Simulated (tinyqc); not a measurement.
Inside a calculation. Method: geometry optimisation on the RHF/sto-6g surface (energies and gradients from PySCF), for H3+, spin multiplicity 1. One step of it, computed by the program tinyqc.

Problem. Step 2: move. Quasi-Newton step p = -H^(-1) g (the inverse Hessian comes from BFGS updates; coordinates in the order x, y, z of each atom); steps longer than 0.3 bohr are cut back.

positions after step 1 (bohr), order 1H, 2H, 3H:
$$\begin{pmatrix}
-0.011028 & 0.037589 & 0.014636 \\
0.029877 & 0.018998 & 1.720029 \\
0.005717 & 0.020892 & -1.723327
\end{pmatrix}$$

gradient (hartree/bohr), order 1H, 2H, 3H:
$$\begin{pmatrix}
-0.00009057 & 0.00006873 & 0.00361342 \\
0.00020804 & -0.00003127 & 0.02564062 \\
-0.00011747 & -0.00003746 & -0.02925404
\end{pmatrix}$$

inverse Hessian in use (bohr^2/hartree):
```
           1          2          3          4          5          6          7          8
1   0.999950   0.000027  -0.000990  -0.000015  -0.000015  -0.006474   0.000065  -0.000012
2   0.000027   0.999986   0.000740   0.000017   0.000008   0.004919  -0.000044   0.000006
3  -0.000990   0.000740   1.036545   0.002146  -0.000339   0.259877  -0.001155  -0.000401
4  -0.000015   0.000017   0.002146   1.000102  -0.000007   0.014940  -0.000087  -0.000011
5  -0.000015   0.000008  -0.000339  -0.000007   0.999996  -0.002237   0.000021  -0.000003
6  -0.006474   0.004919   0.259877   0.014940  -0.002237   2.843774  -0.008466  -0.002682
7   0.000065  -0.000044  -0.001155  -0.000087   0.000021  -0.008466   1.000021   0.000023
8  -0.000012   0.000006  -0.000401  -0.000011  -0.000003  -0.002682   0.000023   0.999998
9   0.007464  -0.005659  -0.296422  -0.017086   0.002576  -2.103650   0.009621   0.003083

           9
1   0.007464
2  -0.005659
3  -0.296422
4  -0.017086
5   0.002576
6  -2.103650
7   0.009621
8   0.003083
9   3.400072
```

Give: positions after step 2.

Solution.

positions after step 2 (bohr), order 1H, 2H, 3H:
$$\begin{pmatrix}
-0.0105 & 0.0372 & -0.0044 \\
0.0288 & 0.0192 & 1.5846 \\
0.0063 & 0.0211 & -1.5688
\end{pmatrix}$$
